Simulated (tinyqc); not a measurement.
Out-diffusion of a doped substrate or buried layer into a growing epitaxial film: one step, computed by the program tinyqc. Command: `OMP_NUM_THREADS=1 python tinyqc.py 3014736 3014737 out.jsonl buried walk`. One thread of a shared host (Intel(R) Xeon(R) Processor @ 2.30GHz), about 0.01 s of CPU time with the checks.

x is counted from the original substrate surface into the film, whose surface moves as x = v t. Substrate dopant has one diffusivity; the dopant of the film is taken as uniform.

Question. Scales. D = D0 exp(-E/(k_B T)); growth time t = d/v; l = 2 sqrt(D t); growth number G = v t/l = d/l; 1 um = 1e-4 cm. Temperatures in kelvin are T(C) + 273.15.

Inputs (values chosen for the exercise, modelled on antimony in silicon):
```
quantity              value    unit
prefactor D0           4.28  cm^2/s
activation energy E    3.87      eV
growth rate v          0.31  um/min
film thickness d        1.3      um
growth temperature T    975       C
```

Film doping: opposite type.

Constants: k_B = 8.617333262e-05 eV/K.

Give: diffusivity D; growth time t; length l; growth number G.

Answer.

diffusivity D = 1.0120e-15 cm^2/s

growth time t = 4.1935 min

length l = 0.010092 um

growth number G = 128.81

The surface outruns diffusion, so the film acts as an infinite medium.
